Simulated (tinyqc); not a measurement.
# Surface photovoltage measurement of the minority-carrier diffusion length in a wafer, step by step

A worked calculation. Computed by tinyqc, a small Python program that keeps every step. Command: `OMP_NUM_THREADS=1 python tinyqc.py 3130366 3130367 out.jsonl spv walk`. One thread of a shared host (Intel(R) Xeon(R) Processor @ 2.30GHz), about 0.01 s of CPU time with the checks. Intermediate numbers are printed to about 5 digits and carried at full precision; extremes and crossings named in words are read from the listed rows.

Low injection, steady light, a depletion layer much thinner than 1/alpha and L. The excess density dn is taken at the front edge of the neutral region; light that reaches the back is lost.

Inputs (values chosen for the exercise, modelled on p-type silicon at room temperature):
```
quantity                                              value               unit
diffusion length L                                      660         micrometre
wafer thickness W                                       725         micrometre
diffusivity D                                          28.3             cm^2/s
front recombination velocity S_f                       3500               cm/s
back recombination velocity S_b                       22000               cm/s
photon flux entering                                1.1e+12         1/(cm^2 s)
minority density at the surface barrier scale n_0   2.9e+10             1/cm^3
temperature T                                           298                  K
wavelength                                              872                 nm
relative noise of each reading                          0.2                  %
diffusion length after pair splitting over L           0.58                  -
iron factor C                                      1.08e+16  micrometre^2/cm^3
```

Constants: k_B = 8.617333262e-05 eV/K.

## One wavelength

alpha = (84.732/lambda - 76.417)^2 per cm with lambda in micrometre (an empirical fit for silicon between 0.7 and 1.05 micrometre). Thick wafer: dn = Phi L/((S_f + D/L)(L + 1/alpha)). Finite wafer, with s = S_b L/D, w = W/L, a = alpha L: dn = [Phi a/(a^2 - 1)] [a - B - exp(-alpha W)(a - s)/(cosh w + s sinh w)]/(S_f + B D/L), B = (sinh w + s cosh w)/(cosh w + s sinh w). Photovoltage V = (k_B T/e) ln(1 + dn/n_0). Lifetime = L^2/D.

alpha = 430.68 1/cm

penetration depth 1/alpha = 23.219 micrometre

dn, thick wafer = 2.7047e+08 1/cm^3

B = 1.2394

dn, finite wafer = 2.6128e+08 1/cm^3

photovoltage V = 0.23033 mV

lifetime = 153.92 microsecond

## The linear plot

normal deviates g for the noise: -0.44  0.12  0.81  -0.08  -0.74  -0.58  -1.54

Readings y = (Phi/dn) (1 + noise x g) at 780, 830, 880, 920, 950, 975 and 995 nm; a least-squares line y = c (1/alpha + L_app) gives L_app = intercept/slope.

Readings:
```
lambda (nm)  1/alpha (micrometre)  y (cm/s)  line (cm/s)
780                          9.64    4101.2       4096.4
830                         15.18    4148.5       4142.4
880                         25.33    4233.4       4226.7
920                         40.66    4347.4       4354.0
950                         61.28    4509.7       4525.2
975                         90.92    4763.4       4771.3
995                        130.89    5115.7       5103.2
```

slope = 8.3035 cm/(s micrometre)

apparent length L_app = 483.70 micrometre

error of L_app (rounded to 0.001) = -26.713 %

Without noise the error would be -27.9 %, from the finite thickness at W/L = 1.1. S_f scales all readings alike and leaves L_app unchanged.

## Where the wafer is too thin

No noise; L is varied at fixed W, and the last two columns set S_b to 0 and to 1e7 cm/s.

Apparent length (micrometre):
```
L          W/L  given S_b  S_b = 0  S_b = 1e7
36.2    20.028      36.20       36      36.20
72.5    10.000      72.50       73      72.50
145.0    5.000     144.90      145     144.88
218.0    3.326     216.06      220     215.82
362.0    2.003     336.21      390     334.43
580.0    1.250     449.83      746     444.72
942.0    0.770     530.80     1634     522.11
1520.0   0.477     571.83     3724     560.94
2900.0   0.250     593.07    10444     580.94
```

With a fast back surface L_app levels off, at 581 micrometre in the last row; with a passive one it reaches up to 3.60 times L among these rows and is 10400 in the last. All three columns are within 5 % of L down to W/L = 3.3.

## Iron from two lengths

Splitting iron-boron pairs in boron-doped silicon shortens L; with nothing else changing, [Fe] = C (1/L_after^2 - 1/L^2). It is evaluated with the true lengths and with the apparent ones (without noise), which differ when the wafer is not thick against L.

L_after = 382.8 micrometre

[Fe] from the true lengths = 4.8909e+10 1/cm^3

[Fe] from the apparent lengths = 4.0208e+10 1/cm^3

bias, apparent over true less 1 (rounded to 0.001) = -17.791 %

Checks made by the program: dn against a finite-difference solution (relative difference 6e-06).
